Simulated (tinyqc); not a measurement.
Jacobi rotations on a symmetric matrix, step by step. One step of it, computed by the program tinyqc.

Problem. Jacobi rotation 1. Take the largest off-diagonal element A_pq; tan 2 theta = 2 A_pq / (A_qq - A_pp) with |theta| <= pi/4; A' = J^T A J with J_pp = J_qq = cos, J_pq = sin, J_qp = -sin.

A, lower triangle:
```
           1          2          3         4          5         6
1   0.118000
2  -0.311000   0.585000
3  -0.513000  -0.275000   0.758000
4   0.293000  -0.519000  -0.041000  0.820000
5  -0.901000  -0.488000   0.767000  0.897000   0.880000
6   0.420000  -0.468000   0.186000  0.342000  -0.752000  1.086000
```

Give: p, q, theta; A'.

Solution.

p, q, theta (rad): 1.000  5.000  -0.585

A', lower triangle:
```
        1       2       3      4       5      6
1  -0.479
2  -0.529   0.585
3  -0.004  -0.275   0.758
4   0.740  -0.519  -0.041  0.820
5   0.000  -0.235   0.923  0.586   1.477
6  -0.065  -0.468   0.186  0.342  -0.859  1.086
```
